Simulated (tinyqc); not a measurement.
Inside a calculation. Method: RKS/BP86 in the sto-6g basis, for H3+, spin multiplicity 1. One step of it, computed by the program tinyqc.

Question. Iteration 1: building the Kohn-Sham matrix. J_ij = sum D_kl (ij|kl); F = H + J + V_xc; E = tr D H + tr D J / 2 + E_xc + E_nn.

D at the start:
```
,1H 1s,2H 1s,3H 1s
1H 1s,0.338675,0.338675,0.338358
2H 1s,0.338675,0.338675,0.338358
3H 1s,0.338358,0.338358,0.338042
```

core Hamiltonian H = T + V (hartree):
```
,1H 1s,2H 1s,3H 1s
1H 1s,-1.478876,-0.928941,-0.928330
2H 1s,-0.928941,-1.478876,-0.928330
3H 1s,-0.928330,-0.928330,-1.478629
```

Two-electron integrals (ij|kl) in chemists' order, unique and non-zero (hartree):
```
i,j,k,l,(ij|kl)
1,1,1,1,0.774999
2,1,1,1,0.300346
2,1,2,1,0.149838
2,2,1,1,0.471567
2,2,2,1,0.300346
2,2,2,2,0.774999
3,1,1,1,0.300090
3,1,2,1,0.134626
3,1,2,2,0.239637
3,1,3,1,0.149614
3,2,1,1,0.239637
3,2,2,1,0.134626
3,2,2,2,0.300090
3,2,3,1,0.134541
3,2,3,2,0.149614
3,3,1,1,0.471385
3,3,2,1,0.239738
3,3,2,2,0.471385
3,3,3,1,0.300090
3,3,3,2,0.300090
3,3,3,3,0.774999
```

nuclear repulsion = 1.55582760 hartree

V_xc (hartree):
```
,1H 1s,2H 1s,3H 1s
1H 1s,-0.411340,-0.196341,-0.196153
2H 1s,-0.196341,-0.411340,-0.196153
3H 1s,-0.196153,-0.196153,-0.411178
```

E_xc = sum of w rho eps_xc = -0.63999685 hartree

Give: Coulomb J; Kohn-Sham matrix F; total energy of this density.

Answer.

Coulomb J (hartree):
```
,1H 1s,2H 1s,3H 1s
1H 1s,1.1502,0.5682,0.5677
2H 1s,0.5682,1.1502,0.5677
3H 1s,0.5677,0.5677,1.1498
```

Kohn-Sham matrix F (hartree):
```
,1H 1s,2H 1s,3H 1s
1H 1s,-0.7400,-0.5571,-0.5568
2H 1s,-0.5571,-0.7400,-0.5568
3H 1s,-0.5568,-0.5568,-0.7400
```

total energy of this density = -1.310873 hartree
